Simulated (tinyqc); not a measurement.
## Tunnelling through a gate dielectric with the two-band (Franz) dispersion, WKB transmission and Tsu-Esaki current: Two-band against parabolic dispersion

Electrons leave the emitter at x = 0. Energies E (motion across the layers) are in eV from the emitter Fermi level; the collector Fermi level lies at -V and offers states at every E. No charge in the dielectric and no image force: F1 = V/t1, U = phi1 - F1 x. With C = hbar^2/(2 m0), kappa = sqrt(m u (1 - u/Egx)/C), u = U - E where U > E and 0 elsewhere; T(E) = exp(-S), S = 2 times the integral of kappa over x.

Each layer adds (2/F) sqrt(m/C) [G(u at its left edge) - G(u at its right edge)] to S, with u = U - E (0 where negative) and G(u) = Egx^1.5 (th - sin(4 th)/4)/4, th = arcsin sqrt(u/Egx). The parabolic value uses G(u) = (2/3) u^1.5.

Values chosen for this exercise; dielectric values close to those of silicon dioxide:
```
symbol  value  unit                                                        meaning
phi1     3.15    eV  barrier of layer 1 above the emitter Fermi level at zero bias
m1        0.5    m0                                     tunnelling mass of layer 1
t1        3.4    nm                                           thickness of layer 1
V         0.7     V                                  voltage across the dielectric
```

Constants: q = 1.602176634e-19 C, hbar = 1.054571817e-34 J s, m0 = 9.1093837015e-31 kg, hbar^2/(2 m0) = 0.0380998212 eV nm^2. Results are converted to the units shown.

The same in every row: S at E = 0, parabolic = 41.19.

Results:
```
Egx (eV)  S at E = 0, two-band  ratio of the two T
4.3                      24.21             2.365e7
5.9                      29.81             8.799e4
7.6                      32.71                4858
9.2                      34.33               953.0
12.5                     36.27               137.2
14.2                     36.90               73.51
15.8                     37.35               46.50
```

Estimate the missing row, Egx = 10.9 eV.

Computed row:
```
Egx (eV)  S at E = 0, two-band  ratio of the two T
10.9                     35.49               299.4
```

With this row back in the table: S rises from 24.2 to 37.4 towards the parabolic 41.2. The factor 1 - u/Egx lowers kappa, so T exceeds the parabolic value by a factor of 2.36e7 in the first row and 46.5 in the last.

Computed by the program tinyqc: `OMP_NUM_THREADS=1 python tinyqc.py 2540127 2540128 out.jsonl`, one thread of a shared Intel Xeon 2.30GHz, about 0.02 s for the whole run.
